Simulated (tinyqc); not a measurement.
Threshold-voltage variability of a planar MOSFET, analytic estimates: one step of the calculation.

Three independent sources add in quadrature: random dopants in the depleted layer, metal-gate grains of two orientations, and roughness of the two gate edges acting through the roll-off VT = VT(long) - Vr exp(-L/l). These are first-order estimates: no three-dimensional electrostatics, no percolation.

Task. Margin in standard deviations for the wanted yield. Cells fail independently with probability Q(k) = erfc(k/sqrt(2))/2 when the margin is k standard deviations, and Y = exp(-Nb Q(k)). phi = exp(-k^2/2)/sqrt(2 pi). Newton steps on ln Q(k) = ln(-ln(Y)/Nb): k(new) = k + [ln Q - ln(-ln(Y)/Nb)] Q/phi.

Inputs (values chosen for the exercise): number of cells Nb = 268435456; wanted yield Y = 0.974.

k after iteration 1 = 10.116183

Give: Q(k); phi; k after iteration 2.

Result.

Q(k) = 2.3416e-24
phi = 2.3915e-23
k after iteration 2 = 7.0450

tinyqc, about 0.01 s, one thread, Intel Xeon 2.30GHz (shared host): `OMP_NUM_THREADS=1 python tinyqc.py 2090003 2090004 out.jsonl`
